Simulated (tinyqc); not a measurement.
# Changing the doping N

Model: specific resistance of a metal-semiconductor contact and its transmission-line measurement. Computed by tinyqc, a small Python program. Command: `OMP_NUM_THREADS=1 python tinyqc.py 3002380 3002381 out.jsonl contact sweep`. One thread of a shared host (Intel(R) Xeon(R) Processor @ 2.30GHz), about 0.01 s of CPU time with the checks.

The barrier is parabolic (depletion approximation), energies E are normal energies counted from the band edge in the neutral semiconductor (downwards for holes), and the bias is zero. xi is an input, held fixed when other inputs move.

Inputs (values chosen for the exercise, modelled on p-type SiGe):
```
quantity                                           value          unit
tunnelling mass m                                    0.3           m_0
permittivity eps                                      13             -
Richardson constant A*                              29.9  A/(cm^2 K^2)
barrier height phi_B                                0.34            eV
Fermi level above the band edge in the bulk, xi  -0.0017            eV
temperature T                                        300             K
```

Image-force lowering: included.

Constants: hbar = 1.054571817e-34 J s; eps_0 = 8.8541878128e-12 F/m; m_0 = 9.1093837015e-31 kg; k_B = 8.617333262e-05 eV/K; e = 1.602176634e-19 C.

Method:
- E_00 = (e hbar/2) sqrt(N/(eps eps_0 m)); band bending E_b = phi_B + xi; depletion width w = sqrt(2 eps eps_0 E_b/(e^2 N)). Image lowering d_phi = (e^3 N E_b/(8 pi^2 (eps eps_0)^3))^(1/4) (E_b in volts), and E_b - d_phi replaces E_b everywhere except in w.
- WKB transmission for E < E_b, with a = E/E_b: D = exp{-(E_b/E_00) [sqrt(1 - a) - a ln((1 + sqrt(1 - a))/sqrt(a))]}; D = 1 above.
- At zero bias 1/rho_c = (e A*/k_B^2) int D(E) f(E) dE, f = 1/(1 + exp((E - xi)/k_B T)); 200 Gauss-Legendre points from 0 to E_b, and k_B T ln(1 + exp((xi - E_b)/k_B T)) for the part above the barrier; the share of tunnelling is the part below.

One run for each value; columns: (1) doping N (1/cm^3); (2) specific contact resistance rho_c (ohm cm^2); (3) E_00/k_B T; (4) share of tunnelling (%); (5) depletion width (nm):
```
(1)             (2)    (3)    (4)    (5)
1.00e+17  6.671e-04  0.115  52.07  69.72
7.70e+17  1.180e-04  0.319  80.27  25.13
2.20e+18  2.629e-05  0.539  91.71  14.86
6.00e+18  3.783e-06  0.891  97.39   9.00
1.70e+19  4.427e-07  1.499  99.13   5.35
4.60e+19  9.013e-08  2.466  99.35   3.25
1.30e+20  3.175e-08  4.146  98.70   1.93
3.60e+20  1.821e-08  6.900  93.32   1.16
```

Give the missing row, doping N (1/cm^3) = 2.80e+17.

Computed row; columns: (1) doping N (1/cm^3); (2) specific contact resistance rho_c (ohm cm^2); (3) E_00/k_B T; (4) share of tunnelling (%); (5) depletion width (nm):
```
(1)             (2)    (3)    (4)    (5)
2.80e+17  3.234e-04  0.192  66.28  41.67
```

Interpolating between the two neighbouring rows (the first column on a logarithmic scale, the others too where they are positive) misses most in specific contact resistance rho_c (ohm cm^2), by 14 %. Over the rows, specific contact resistance rho_c (ohm cm^2) falls from 6.67e-4 to 1.82e-8 (exponent d ln y / d ln x -0.70 between the first rows and -0.55 between the last); E_00/k_B T rises from 0.115 to 6.90 (exponent d ln y / d ln x about 0.50 throughout); share of tunnelling (%) goes from 52.1 through a maximum among these rows, 99.4 at 4.60e19, to 93.3. The exponent of depletion width stays at -0.50: the depletion approximation. xi is held fixed. Doping thins the barrier, and the tunnelling exponent, of order phi_B/E_00, falls as N^(-1/2). E_00 passes 5 k_B T (field emission) between 1.30e20 and 3.60e20 per cm^3. In the last rows the barrier is no longer opaque, and rho_c levels off towards the limit set by the supply of carriers. Left out: 1.00e21 (the barrier vanishes).

Caution (rows 3.60e20): the barrier is thinner than 1.5 nm, about the spacing of dopants, so a smooth parabolic barrier and WKB are rough.

Extremes, crossings and ranges named in words are read from the listed rows.
